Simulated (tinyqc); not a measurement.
MESFET, gradual channel with velocity saturation: one step of the calculation.

A uniformly doped n-type channel, depleted from the top by a Schottky gate; at channel potential V the depleted share of a is u = sqrt((Vbi - Vg + V)/Vp), s at the source. Electrons drift with v = mu E/(1 + mu E/vsat). Abrupt depletion edge, no series resistance, source at 0.

Task. Built-in and pinch-off voltages. Vbi = phiB - Vt ln(Nc/Nd); Vp = q Nd a^2/(2 eps0 eps_r); G0 = q mu Nd a W/L; Z = mu Vp/(vsat L); s = sqrt((Vbi - Vg)/Vp). VT = Vbi - Vp.

Parameters, values chosen for the exercise; material values those of a made-up semiconductor:

| symbol | value | unit | meaning |
|---|---|---|---|
| T | 250 | K | temperature |
| eps_r | 15.4 |  | relative permittivity of the semiconductor |
| Nc | 3.88e17 | cm^-3 | conduction-band density of states at T |
| Nd | 1.4e17 | cm^-3 | donor density of the channel |
| a | 140 | nm | channel thickness |
| mu | 4400 | cm^2/(V s) | low-field mobility at this doping |
| vsat | 1.5e7 | cm/s | saturation velocity |
| L | 10 | um | gate length |
| W | 50 | um | gate width |
| phiB | 1.02 | V | Schottky barrier |
| Vg | 0 | V | gate voltage |

Constants: q = 1.602176634e-19 C, kB = 1.380649e-23 J/K, Vt = kB T/q, eps0 = 8.8541878128e-14 F/cm where lengths are in cm. Results are converted to the units shown.

Wanted: Vbi; Vp; VT; G0; Z; s.

Result.

Vbi = 0.99804 V
Vp = 1.6121 V
VT = -0.61407 V
G0 = 6.9086 mS
Z = 0.47289
s = 0.78682

Z = 0.473: velocity saturation matters.

Computed by the program tinyqc: `OMP_NUM_THREADS=1 python tinyqc.py 2500001 2500002 out.jsonl`, one thread of a shared Intel Xeon 2.30GHz, about 0.04 s for the whole run.
